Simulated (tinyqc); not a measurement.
Hubbard ring of 4 sites, step by step. Computed by tinyqc, a small Python program that keeps every step. Settings: hopping = 1.93, U = 1.7, mixing = 0.2, iteration cap = 61. Command: `OMP_NUM_THREADS=1 python tinyqc.py 20616 20617 out.jsonl` (the two numbers bound the seeds that draw the settings). One thread of a shared host (Intel(R) Xeon(R) Processor @ 2.60GHz), about 0.3 s of CPU time with the checks. Later iterations appear only in the table of the cycle.

## Mean-field iteration 1

one-body matrix (hopping and site energies) (eV):
```
           1          2          3          4
1  -1.000000  -1.930000   0.000000  -1.930000
2  -1.930000   0.660000  -1.930000   0.000000
3   0.000000  -1.930000   0.870000  -1.930000
4  -1.930000   0.000000  -1.930000   0.280000
```

U = 1.700000 eV

electrons, up and down: 2  2

mixing = 0.200000

n(up) at the start (a guess, not normalised): 1 0.950000, 2 0.050000, 3 0.950000, 4 0.050000

n(down) at the start (a guess): 1 0.050000, 2 0.950000, 3 0.050000, 4 0.950000

H(up) = T + U n(down), H(down) = T + U n(up); fill the lowest levels; n(new) = n + mixing (n(out) - n); E = tr T (rho up + rho down) + U sum n_up n_down of the output.

levels, up (eV): -3.122920  0.131888  2.081036  5.119997

levels, down (eV): -2.931419  0.555281  1.497138  5.089000

energy = -5.844817 eV

n(up) after iteration 1: 1 0.934952, 2 0.075513, 3 0.907051, 4 0.082484

n(down) after iteration 1: 1 0.104970, 2 0.908183, 3 0.067465, 4 0.919383

## Mean-field iteration 2

As before.

levels, up (eV): -3.091845  0.180303  2.020114  5.101429

levels, down (eV): -2.922841  0.604230  1.455585  5.073026

energy = -5.851052 eV

n(up) after iteration 2: 1 0.922243, 2 0.096639, 3 0.872064, 4 0.109055

n(down) after iteration 2: 1 0.149541, 2 0.874094, 3 0.081992, 4 0.894373

## Mean-field iteration 3

As before.

levels, up (eV): -3.067956  0.220595  1.970354  5.087007

levels, down (eV): -2.916336  0.644493  1.420974  5.060869

energy = -5.855296 eV

n(up) after iteration 3: 1 0.911517, 2 0.114134, 3 0.843559, 4 0.130790

n(down) after iteration 3: 1 0.185704, 2 0.846267, 3 0.094074, 4 0.873955

## Convergence

Each step fills the lowest levels of T + U n(other spin) and sets n(new) = n + mixing (n(out) - n); stop when output and input agree to 1e-8.

Course of the cycle:

| iteration | E (eV) | largest \|n(out) - n(in)\| | mean \|n_up - n_down\| |
|---|---|---|---|
| 1 | -5.84481744 | 2.75e-01 | 0.573921 |
| 2 | -5.85105226 | 2.23e-01 | 0.567797 |
| 3 | -5.85529550 | 1.81e-01 | 0.562699 |
| 4 | -5.85818144 | 1.47e-01 | 0.558454 |
| 5 | -5.86014423 | 1.19e-01 | 0.554920 |
| 6 | -5.86147974 | 9.70e-02 | 0.551975 |
| 7 | -5.86238910 | 7.90e-02 | 0.549521 |
| 8 | -5.86300879 | 6.44e-02 | 0.547476 |
| 9 | -5.86343144 | 5.25e-02 | 0.545771 |
| 10 | -5.86371994 | 4.29e-02 | 0.544351 |
| 11 | -5.86391700 | 3.51e-02 | 0.543168 |
| ... | ... | ... | ... |
| 51 | -5.86434424 | 2.45e-05 | 0.537355 |
| 52 | -5.86434424 | 2.07e-05 | 0.537355 |
| 53 | -5.86434424 | 1.74e-05 | 0.537354 |
| 54 | -5.86434424 | 1.47e-05 | 0.537354 |
| 55 | -5.86434424 | 1.24e-05 | 0.537353 |
| 56 | -5.86434424 | 1.05e-05 | 0.537353 |
| 57 | -5.86434424 | 8.86e-06 | 0.537353 |
| 58 | -5.86434424 | 7.48e-06 | 0.537353 |
| 59 | -5.86434424 | 6.32e-06 | 0.537353 |
| 60 | -5.86434424 | 5.34e-06 | 0.537352 |
| 61 | -5.86434424 | 4.51e-06 | 0.537352 |

Not converged within 61 iterations: the residual falls steadily but slowly, by a factor of about 0.84 a step. The lowest mean-field energy found from random starts is -5.86434 eV. Reruns (cap 100 unless said): mixing 0.5: converged in 35 (E = -5.86434); mixing 0.9: converged in 15 (E = -5.86434); the original settings with a cap of 400: converged in 99 (E = -5.86434).

## Exact diagonalisation (36 states)

Lowest levels of the sector, and the double occupancy of the lowest state.

lowest levels (eV): -5.925853  -5.899565  -5.587092  -4.687946  -2.457587  -2.403905

double occupancy per site = 0.162829

## The lowest level by Lanczos steps

From a random start vector (not printed): a_j = <q_j|H|q_j>, b_j = norm of the remainder after orthogonalising; the Ritz value is the lowest eigenvalue of the tridiagonal matrix of a and b so far.

Lanczos:

| j | a_j (eV) | b_j (eV) | lowest Ritz value (eV) |
|---|---|---|---|
| 1 | -0.047255 | 5.038538 | -0.04725500 |
| 2 | 1.196067 | 4.358915 | -4.50233759 |
| 3 | 3.901376 | 4.554994 | -5.49068989 |
| 4 | 3.486862 | 3.832116 | -5.78240046 |
| 5 | 3.120273 | 2.660524 | -5.85933381 |
| 6 | 1.612014 | 6.669645 | -5.87078311 |
| 7 | 4.631235 | 3.427574 | -5.89149881 |
| 8 | 3.082482 | 3.955916 | -5.90224380 |
| 9 | 0.310088 | 3.201959 | -5.90999627 |
| 10 | 2.227609 | 4.891673 | -5.91407736 |
